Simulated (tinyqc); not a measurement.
Choosing the offset: vacuum evaporation: vapour pressure, source flux, thickness distribution, purity and step coverage. Computed by tinyqc, a small Python program. Command: `OMP_NUM_THREADS=1 python tinyqc.py 3112404 3112405 out.jsonl evap walk`. One thread of a shared host (Intel(R) Xeon(R) Processor @ 2.30GHz), about 0.01 s of CPU time with the checks.

Molecular flow, unit sticking of the metal, no re-evaporation. The background gas is taken as water vapour (18.015 g/mol, collision diameter 0.37 nm) at 300 K.

Inputs (values chosen for the exercise, modelled on copper, with constants for the liquid): directionality n = 2; source-to-wafer distance h = 17 cm; wafer radius R = 10 cm.

Method. Rotating wafer, source offset by s and facing upwards: thickness at radius r is the mean over the angle a of (1 + (r^2 + s^2 - 2 r s cos a)/h^2)^(-(n + 3)/2), by 360 equal steps; non-uniformity (max - min)/(max + min) over 21 radii from 0 to R. The curvature at the centre vanishes at s/h = sqrt(2/(n + 3)).

Against the offset:
```
s/h  centre thickness  edge over centre  non-uniformity (%)
0.0            1.0000            0.4757              35.525
0.2            0.9066            0.5199              31.589
0.4            0.6900            0.6512              21.123
0.5            0.5724            0.7456              14.576
0.6            0.4636            0.8527               7.948
0.7            0.3690            0.9652               2.449
0.8            0.2903            1.0745               3.724
0.9            0.2269            1.1728               7.953
1.1            0.1377            1.3182              13.724
```

What does the comparison show, and why?

The best row, s/h = 0.7, has 2.4 % against 36 % on the axis, at the price of a rate lower by a factor 2.71; the small-wafer optimum is sqrt(2/(n + 3)) = 0.63.

Extremes, crossings and ranges named in words are read from the listed rows.
